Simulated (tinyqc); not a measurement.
# Thickness and doping from the maximum and minimum capacitance

Inverse problem. A MOS capacitor has Cmax = Cox = eps0 eox/tox and 1/Cmin = 1/Cox + Wm/(eps0 eps_r), with Wm = sqrt(4 eps0 eps_r Vt ln(N/ni)/(q N)) and N well above ni. Find tox, Wm and N.

Values chosen for this exercise; band and dielectric values those of a made-up semiconductor:
```
symbol,value,unit,meaning
T,300,K,temperature
eps_r,14.1,,relative permittivity
eox,3.9,,relative permittivity of the gate insulator (close to silicon dioxide)
```

Constants: q = 1.602176634e-19 C, kB = 1.380649e-23 J/K, Vt = kB T/q, eps0 = 8.8541878128e-14 F/cm where lengths are in cm. Results are converted to the units shown.

Cmax = 0.63946912 uF/cm^2
Cmin = 0.046656017 uF/cm^2
ni = 1.5893962e11 cm^-3

Answer. Cmax gives tox and the series difference Wm. N follows by iterating N = 4 eps0 eps_r Vt ln(N/ni)/(q Wm^2); ln(N/ni)/N falls steadily for N > e ni, so there is one root in that range.

tox = 5.400 nm
Wm = 248.1 nm
N = 1.500e16 cm^-3

tinyqc, about 0.01 s, one thread, Intel Xeon 2.30GHz (shared host): `OMP_NUM_THREADS=1 python tinyqc.py 2060088 2060089 out.jsonl`
